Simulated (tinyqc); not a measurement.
Inputs raised by 10 %, one at a time: Keating valence-force model of a tetrahedral crystal. Computed by tinyqc, a small Python program. Command: `OMP_NUM_THREADS=1 python tinyqc.py 3009894 3009895 out.jsonl keating sens`. One thread of a shared host (Intel(R) Xeon(R) Processor @ 2.30GHz), about 0.04 s of CPU time with the checks.

Atom A sits at 0 and atom B at a/4 (1,1,1) of an fcc lattice; the four bonds from A are t = a/4 (1,1,1), a/4 (1,-1,-1), a/4 (-1,1,-1), a/4 (-1,-1,1), of length d = sqrt(3) a/4. Energy: E = (3 alpha/(8 d^2)) sum over bonds (r.r - d^2)^2 + (3 beta/(8 d^2)) sum over pairs of bonds at one atom (r_i.r_j + d^2/3)^2, with beta_A for the six pairs at A and beta_B for the six at B. The cell holds two atoms, Omega = a^3/4. 1 N/m = 1 J/m^2. With constants fitted to the elastic moduli this model puts optical and zone-boundary frequencies of real crystals too high, by up to about 20 % in elemental crystals and up to about 50 % in compounds, and mostly by more for TA modes; in compounds the lattice part of the static dielectric constant then comes out too low.

Inputs (values chosen for the exercise, modelled on zinc sulfide):

| quantity | value | unit |
|---|---|---|
| lattice constant a | 5.41 | angstrom |
| mass M_A | 65.38 | u |
| mass M_B | 32.06 | u |
| bond stretching alpha | 43.3 | N/m |
| bond bending beta_A | 4.54 | N/m |
| bond bending beta_B | 4.73 | N/m |
| Born charge Z* | 2.02 | e |
| eps_inf | 5.02 | - |

Structure: zinc blende.

Constants: nu for 1 eV/(angstrom^2 u) = 15.6333042 THz; 1 eV/angstrom^2 = 16.02176634 J/m^2; 1 THz = 33.35640952 1/cm; e^2/(4 pi eps_0) = 14.39964548 eV angstrom.

Method:
- beta = (beta_A + beta_B)/2; C11 = (alpha + 3 beta)/a, C12 = (alpha - beta)/a, C44 = 4 alpha beta/(a (alpha + beta)); with the two sublattices clamped C44(0) = (alpha + beta)/a; internal-strain parameter zeta = (alpha - beta)/(alpha + beta); B = (C11 + 2 C12)/3.
- beta = (beta_A + beta_B)/2; mu = M_A M_B/(M_A + M_B); lambda = 4 (alpha + beta)/mu with the springs in eV/angstrom^2; nu = 15.6333042 THz x sqrt(lambda).
- The long-range field adds 4 pi Z*^2 (e^2/(4 pi eps_0))/(eps_inf Omega mu) to lambda for the longitudinal mode at q -> 0; lambda = (nu/15.6333042 THz)^2; eps_0 = eps_inf (nu_LO/nu_TO)^2 (Lyddane-Sachs-Teller; here eps_0 is the static dielectric constant).
- With displacements u exp(i q.r), each bracket changes by g.u, where g = (g_A, g_B): bond t, g = (-2 t, 2 t exp(i q.t)); pair (i, j) at A, g = (-(t_i + t_j), t_i exp(i q.t_j) + t_j exp(i q.t_i)); pair at B, g = (-t_i exp(-i q.t_j) - t_j exp(-i q.t_i), t_i + t_j). Then D_mn = sum over the 4 bonds and 12 pairs of (4 k/a^2) conj(g_m) g_n / sqrt(M_m M_n), with k = alpha or beta converted to eV/angstrom^2. Only the short-range forces enter; the Coulomb field of the charges is left out.
- An eigenvalue lambda of D in eV/(angstrom^2 u) gives nu = 15.6333042 THz x sqrt(lambda).
- Take the lowest frequency at X = (1, 0, 0) 2 pi/a, the transverse acoustic (TA) mode.

Runs:

| input moved | from | to | internal-strain parameter zeta | nu_TO at G (THz) | nu_LO at G (THz) | TA frequency at X (THz) |
|---|---|---|---|---|---|---|
| base run | - | - | 0.8066 | 11.66 | 13.35 | 3.384 |
| lattice constant a (angstrom) | 5.41 | 5.951 | 0.8066 | 11.66 | 12.95 | 3.384 |
| mass M_A (u) | 65.38 | 71.918 | 0.8066 | 11.48 | 13.15 | 3.270 |
| mass M_B (u) | 32.06 | 35.266 | 0.8066 | 11.30 | 12.93 | 3.335 |
| bond stretching alpha (N/m) | 43.3 | 47.63 | 0.8226 | 12.18 | 13.80 | 3.386 |
| bond bending beta_A (N/m) | 4.54 | 4.994 | 0.7981 | 11.69 | 13.37 | 3.465 |
| Born charge Z* (e) | 2.02 | 2.222 | 0.8066 | 11.66 | 13.68 | 3.384 |
| eps_inf | 5.02 | 5.522 | 0.8066 | 11.66 | 13.20 | 3.384 |

Exponents ln(y'/y) / ln(x'/x):

| input | internal-strain parameter zeta | nu_TO at G | nu_LO at G | TA frequency at X |
|---|---|---|---|---|
| lattice constant a | 0.000 | 0.000 | -0.319 | 0.000 |
| mass M_A | 0.000 | -0.159 | -0.159 | -0.359 |
| mass M_B | 0.000 | -0.330 | -0.330 | -0.153 |
| bond stretching alpha | 0.206 | 0.454 | 0.350 | 0.007 |
| bond bending beta_A | -0.111 | 0.025 | 0.019 | 0.247 |
| Born charge Z* | 0.000 | 0.000 | 0.255 | 0.000 |
| eps_inf | 0.000 | 0.000 | -0.114 | 0.000 |

To which inputs is each result most sensitive?

Among the inputs moved here: internal-strain parameter zeta answers most in size to bond stretching alpha (exponent +0.206), next to bond bending beta_A (-0.111); its exponent is below 0.0005 for lattice constant a, mass M_A, mass M_B, Born charge Z*, eps_inf. nu_TO at G answers most in size to bond stretching alpha (exponent +0.454), next to mass M_B (-0.330); its exponent is below 0.0005 for lattice constant a, Born charge Z*, eps_inf. nu_LO at G answers most in size to bond stretching alpha (exponent +0.350), next to mass M_B (-0.330). TA frequency at X answers most in size to mass M_A (exponent -0.359), next to bond bending beta_A (+0.247); its exponent is below 0.0005 for lattice constant a, Born charge Z*, eps_inf.
